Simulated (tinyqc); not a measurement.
RHF in the sto-3g basis, for BeH2, spin multiplicity 1, step by step (part 2 of 2). Computed by tinyqc, a small Python program that keeps every step (integrals from PySCF). Command: `OMP_NUM_THREADS=1 python tinyqc.py 24008 24009 out.jsonl` (the two numbers bound the seeds that draw the settings). One thread of a shared host (Intel(R) Xeon(R) Processor @ 2.60GHz), about 0.06 s of CPU time with the checks.

Geometry (angstrom):
```
atom         x          y         z
Be    0.000000   0.000000  0.000000
H     0.000000   1.334000  0.138000
H     0.000000  -1.334000  0.138000
```

## Convergence

Stop when the energy changes by less than 1e-09 hartree and every element of the error matrix X^T (F D S - S D F) X is below 9e-06.

Course of the cycle:
```
iteration   E (hartree)     change  largest element of the error matrix
1          -15.54362424          -                             1.28e-01
2          -15.55756760  -1.39e-02                             1.46e-02
3          -15.55797232  -4.05e-04                             2.02e-03
4          -15.55798885  -1.65e-05                             1.40e-04
5          -15.55798892  -6.76e-08                             3.25e-05
6          -15.55798893  -4.37e-09                             3.19e-07
7          -15.55798893  -3.59e-13                             5.39e-08
```

PySCF RHF in the same basis = -15.55798893 hartree

Converged in 7 iterations.

## Populations, bond orders and dipole

D after iteration 7, lower triangle:
```
            1Be 1s    1Be 2s   1Be 2px    1Be 2py   1Be 2pz      2H 1s     3H 1s
1Be 1s    2.066895
1Be 2s   -0.186407  0.625873
1Be 2px   0.000000  0.000000  0.000000
1Be 2py   0.000000  0.000000  0.000000   0.505976
1Be 2pz  -0.011118  0.027513  0.000000   0.000000  0.001214
2H 1s    -0.181462  0.439295  0.000000   0.409238  0.019385   0.640607
3H 1s    -0.181462  0.439295  0.000000  -0.409238  0.019385  -0.021384  0.640607
```

overlap S, lower triangle:
```
           1Be 1s    1Be 2s   1Be 2px    1Be 2py   1Be 2pz     2H 1s     3H 1s
1Be 1s   1.000000
1Be 2s   0.259517  1.000000
1Be 2px  0.000000  0.000000  1.000000
1Be 2py  0.000000  0.000000  0.000000   1.000000
1Be 2pz  0.000000  0.000000  0.000000   0.000000  1.000000
2H 1s    0.069315  0.459511  0.000000   0.522795  0.054082  1.000000
3H 1s    0.069315  0.459511  0.000000  -0.522795  0.054082  0.035888  1.000000
```

Mulliken: Z minus the diagonal of D S on the atom; Loewdin: the same with S^(1/2) D S^(1/2); Mayer order: 2 sum_s sum (D(s) S)_ij (D(s) S)_ji over the two atoms.

Charges (e):
```
atom   Mulliken    Loewdin
1Be    0.088237   0.070784
2H    -0.044119  -0.035392
3H    -0.044119  -0.035392
```

Mayer bond orders:
```
pair     order
2-1   0.997569
3-1   0.997569
3-2   0.000484
```

dipole moment about the origin, x y z (debye): 0.000000  0.000000  -0.471977
